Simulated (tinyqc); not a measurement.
From results to parameters: diatomic chain. Computed by the program tinyqc.

Problem. A chain of two alternating masses has one spring constant k; at the zone edge omega^2 = 2k/M and 2k/m, and wavenumber = 521.4708 sqrt(omega^2) with omega^2 in eV/(angstrom^2 u). Find k, the heavier mass and the optical wavenumber at q = 0.

wavenumbers at the zone edge (cm^-1): 235.973584  697.056873
lighter mass = 19.700000 u

Solution. The upper value gives k = m omega^2/2, the ratio of the squares gives M/m, and at q = 0 omega^2 = 2k (1/m + 1/M), the sum of the two.

k = 17.6000 eV/angstrom^2
heavier mass = 171.9000 u
optical wavenumber at q = 0 = 735.916 cm^-1
